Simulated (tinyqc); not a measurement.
What each parameter does: quasiparticle equation with a plasmon-pole self-energy for two band edges.

For each edge E = e + X + Sc(E), with the correlation part Sc(E) = A[0]/(E - a + w) + A[1]/(E - b - w); a and b are the valence and conduction energies that enter the Green function (a = ev, b = ec in the one-shot scheme). Z = 1/(1 - dSc/dE), dSc/dE = -A[0]/(E - a + w)^2 - A[1]/(E - b - w)^2.

Values chosen for the exercise (scales of the order of those of Si; not measured data): ev = 0 eV (mean-field valence top); ec = 0.6 eV (mean-field conduction edge); w = 14.6 eV (pole energy); Av = (39.7, 18) eV^2 (weights of the valence state on the hole and electron poles); Ac = (18, 40.3) eV^2 (the same for the conduction state); Xv = -1.83 eV (exchange minus the mean-field potential, valence); Xc = 1.91 eV (the same, conduction).

Exact one-shot edges and Z of the valence state there. Each row changes one parameter from the base and keeps the others.

Results:
```
case                   Ev (eV)  Ec (eV)  gap (eV)       Z
base                   -0.2330   0.8631    1.0962  0.7887
w = 15.33 eV           -0.2981   0.9303    1.2284  0.8038
Xv = -1.93 eV          -0.3119   0.8631    1.1750  0.7879
Xc = 2.01 eV           -0.2330   0.9417    1.1748  0.7887
ec = 0.7 eV            -0.2271   0.9572    1.1844  0.7894
Av = (41.68, 18) eV^2  -0.1251   0.8631    0.9882  0.7840
Ac = (18, 42.32) eV^2  -0.2330   0.7531    0.9861  0.7887
```

The largest shifts from the base row, up to three for each result and ties (the steps differ in size, so this ranks the rows, not the parameters). Ev (eV): Av +0.1080, Xv -0.0788, w -0.0651; unchanged at the printed digits by Xc and Ac. Ec (eV): Ac -0.1101, ec +0.0941, Xc +0.0786; unchanged at the printed digits by Xv and Av. gap (eV): w +0.1322, Ac -0.1101, Av -0.1080. Z: w +0.0151, Av -0.0047, Xv -0.0008; unchanged at the printed digits by Xc and Ac.

tinyqc: `OMP_NUM_THREADS=1 python tinyqc.py 1850560 1850561 out.jsonl`; about 0.02 s, one thread, shared Intel(R) Xeon(R) Processor @ 2.30GHz.
